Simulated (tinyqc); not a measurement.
Two regimes over temperature: microkinetic model of low-temperature epitaxy from hydride gases: adsorption, hydrogen desorption and rate control. Computed by tinyqc, a small Python program. Command: `OMP_NUM_THREADS=1 python tinyqc.py 3004793 3004794 out.jsonl hepi walk`. One thread of a shared host (Intel(R) Xeon(R) Processor @ 2.30GHz), about 0.01 s of CPU time with the checks.

Each hydride molecule needs two free sites and leaves four hydrogen atoms, of which two leave at once as H2; theta is the hydrogen coverage, the site density is 6.78 per nm^2 and one layer is 1.358 angstrom thick.

Inputs (values chosen for the exercise, close to those used for silane on Si(001)):
```
quantity                            value  unit
silane pressure p_S                   2.3    Pa
sticking prefactor of silane s0     0.023     -
adsorption barrier E_s                0.3    eV
desorption prefactor nu_d         3.4e+11   1/s
desorption energy on silicon E_d     1.98    eV
hydrogen carrier pressure p_H           0    Pa
sticking of hydrogen s_H          1.5e-08     -
```

Film: silicon. Order of hydrogen desorption: first.

Constants: k_B = 8.617333262e-05 eV/K; u = 1.6605390666e-27 kg; k_B = 1.380649e-23 J/K.

Method:
- Flux per site F = p/(sqrt(2 pi M k_B T) x 6.78e18 per m^2), M = 32.12 u (silane), 2.016 u (hydrogen); s = s0 exp(-E_s/(k_B T)); k_S = s F_S = k; k_H = s_H F_H; k_d = nu_d exp(-E_d/(k_B T)).
- With k the hydride and k_H the hydrogen adsorption rate on free pairs and k_d the desorption rate, steady state: 2 (k + k_H)(1 - theta)^2 = k_d theta; growth rate R = k (1 - theta)^2 layers/s; 1 layer/s = 8.148 nm/min.
- Temperatures in kelvin are T(C) + 273.15.
- Limits: desorption-limited R = k_d k/(2 (k + k_H)), adsorption-limited R = k.

Growth:
```
T (C)    theta  G (nm/min)  desorption limit (nm/min)  adsorption limit (nm/min)
400    0.98223  2.0405e-03                 2.0774e-03                      6.464
450    0.95155  2.0937e-02                 2.2003e-02                      8.918
500    0.88630  1.5221e-01                 1.7174e-01                     11.775
550    0.76867  8.0277e-01                 1.0444e+00                     15.001
600    0.59356  3.0655e+00                 5.1646e+00                     18.557
650    0.38912  8.3582e+00                 2.1480e+01                     22.397
700    0.21270  1.6413e+01                 7.7164e+01                     26.479
750    0.10150  2.4830e+01                 2.4464e+02                     30.757
800    0.04598  3.2029e+01                 6.9651e+02                     35.191
850    0.02108  3.8085e+01                 1.8067e+03                     39.743
```

What follows from these numbers?

The apparent activation energy of G is 1.95 eV between the first rows and 0.36 eV between the last; full hydrogen cover gives a value near the desorption energy (plus E_s where k_H far exceeds k), a bare surface one near E_s less k_B T/2 from the flux. The coverage passes one half between 600 and 650 C, the knee of the Arrhenius plot.

Extremes, crossings and ranges named in words are read from the listed rows.
